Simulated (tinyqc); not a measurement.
Conduction-band offset of an n-N heterojunction from carrier-profile moments: one step of the calculation.

Layer 1 (x < 0) accumulates electrons and layer 2 (x > 0) is depleted. Boltzmann statistics. The bands bend down by V1 in layer 1 and up by V2 in layer 2, with V1 + V2 = VD = dE + Vt ln[(N2/Nc2)/(N1/Nc1)].

Question. Offset from the moments. A C-V profile smears n(x) but keeps its zeroth and first moments: si = -int (N - n) dx, VD = (q/(eps0 eps_r)) int (N - n) x dx, dE = VD - Vt ln[(N2/Nc2)/(N1/Nc1)]. Use the trapezoidal rule on each side.

Values chosen for this exercise; values of the order of III-V alloys:
- T = 350 K (temperature)
- eps_r = 13.3 (relative permittivity of both layers)
- Nc1 = 2.1e17 cm^-3 (density of states of the narrow-gap layer 1)
- Nc2 = 7.7e17 cm^-3 (density of states of the wide-gap layer 2)
- dE = 0.2 eV (conduction-band offset)
- N1 = 1.5e15 cm^-3 (donor density in layer 1)
- N2 = 2.2e16 cm^-3 (donor density in layer 2)
- si = 0 cm^-2 (fixed charge at the interface)

Constants: q = 1.602176634e-19 C, kB = 1.380649e-23 J/K, Vt = kB T/q, eps0 = 8.8541878128e-14 F/cm where lengths are in cm. Results are converted to the units shown.

| left point | -x (nm) | n in layer 1 (cm^-3) |
|---|---|---|
| 0 | 0 | 7.58287e16 |
| 1 | 2.81 | 6.15584e16 |
| 2 | 17 | 2.79538e16 |
| 3 | 48.9 | 1.01584e16 |
| 4 | 103 | 4.35842e15 |
| 5 | 185 | 2.45847e15 |
| 6 | 297 | 1.80814e15 |
| 7 | 443 | 1.58481e15 |
| 8 | 627 | 1.51814e15 |
| 9 | 851 | 1.50285e15 |

| right point | x (nm) | n in layer 2 (cm^-3) |
|---|---|---|
| 0 | 0 | 3.66633e14 |
| 1 | 17.3 | 1.23556e15 |
| 2 | 42.7 | 4.46488e15 |
| 3 | 72.3 | 1.06564e16 |
| 4 | 105 | 1.66489e16 |
| 5 | 140 | 1.99982e16 |
| 6 | 178 | 2.13682e16 |
| 7 | 217 | 2.18125e16 |
| 8 | 259 | 2.19499e16 |
| 9 | 301 | 2.19866e16 |

Give: si; VD; dE.

Answer.

si = 1.8760e10 cm^-2
VD = 0.24149 V
dE = 0.19968 eV

On these few points dE comes out -0.32 meV from the true 0.2 eV, and si misses by 1.9e10 cm^-2, 11 % of Q1.

Numbers from tinyqc (`OMP_NUM_THREADS=1 python tinyqc.py 2410157 2410158 out.jsonl`; about 0.1 s on one thread of a shared Intel Xeon 2.30GHz).
